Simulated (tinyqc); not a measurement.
# Changing the anneal temperature

Model: implant damage, amorphisation by cascade overlap, and solid-phase epitaxial regrowth. Computed by tinyqc, a small Python program. Command: `OMP_NUM_THREADS=1 python tinyqc.py 3111311 3111312 out.jsonl sper sweep`. One thread of a shared host (Intel(R) Xeon(R) Processor @ 2.30GHz), about 0.01 s of CPU time with the checks.

Range and width of the damage are inputs. Dynamic annealing enters only through the surviving share f.

Inputs (values chosen for the exercise, modelled on germanium ions in germanium):
```
quantity                           value    unit
atomic density N                    44.2  1/nm^3
ion Z1                                32       -
ion mass M1                         72.6       u
target Z2                             32       -
target mass M2                     72.63       u
ion energy E                          66     keV
displacement energy E_d               17      eV
depth of the damage peak R_d          28      nm
width of the damage profile s_d       15      nm
share of defects that survive f     0.65       -
critical displaced share x_c        0.13       -
dose Q                           3.3e+14  1/cm^2
regrowth prefactor v0            2.4e+16    nm/s
regrowth energy E_a                 2.15      eV
rate relative to (100)              0.33       -
peak enhancement by the dopant       6.6       -
```

Constants: a_0 = 0.529177210903 angstrom; e^2/(4 pi eps_0) = 14.39964548 eV angstrom; k_B = 8.617333262e-05 eV/K.

Method:
- Robinson partition: eps = E a M2/(Z1 Z2 (e^2/(4 pi eps_0)) (M1 + M2)), a = 0.8853 a_0/sqrt(Z1^(2/3) + Z2^(2/3)); k = 0.0793 Z1^(2/3) Z2^(1/2) (M1 + M2)^(3/2)/((Z1^(2/3) + Z2^(2/3))^(3/4) M1^(3/2) M2^(1/2)); damage energy T_d = E/(1 + k (eps + 0.40244 eps^(3/4) + 3.4008 eps^(1/6))); displacements nu = 0.8 T_d/(2 E_d).
- Displaced share x(z) = f nu Q exp(-(z - R_d)^2/(2 s_d^2))/(sqrt(2 pi) s_d N); the layer is amorphous where x > x_c, between R_d -/+ s_d sqrt(2 ln(x_max/x_c)), the upper edge being cut at the surface. Threshold dose Q_c = Q x_c/x_max.
- v = v0 x orientation factor x exp(-E_a/(k_B T)) x [1 + (enhancement - 1) exp(-(z - R_d)^2/(2 s_d^2))], T = anneal temperature + 273.15 K; the dopant is taken to follow the damage profile; the lower front moves from the lower edge z2 to the surface, or to the middle (z1 + z2)/2 of a buried layer with upper edge z1; time = int dz/v; the equivalent undoped distance is that time times the undoped velocity.

One run for each value:
```
anneal temperature (C)  undoped velocity (nm/s)  time with enhancement (s)  time without enhancement (s)
226                                  1.5516e-06                 1.0821e+07                    3.8978e+07
256                                  2.6394e-05                 6.3612e+05                    2.2914e+06
286                                  3.3126e-04                 5.0685e+04                    1.8257e+05
316                                  3.2132e-03                 5.2252e+03                    1.8822e+04
346                                  2.5008e-02                 6.7136e+02                    2.4183e+03
376                                  1.6101e-01                 1.0427e+02                    3.7561e+02
406                                  8.7941e-01                 1.9092e+01                    6.8771e+01
436                                  4.1604e+00                 4.0356e+00                    1.4537e+01
466                                  1.7350e+01                 9.6772e-01                    3.4858e+00
496                                  6.4724e+01                 2.5940e-01                    9.3439e-01
```

Over the rows, undoped velocity (nm/s) rises from 1.55e-6 to 64.7; time with enhancement (s) falls from 1.08e7 to 0.259; time without enhancement (s) falls from 3.90e7 to 0.934.
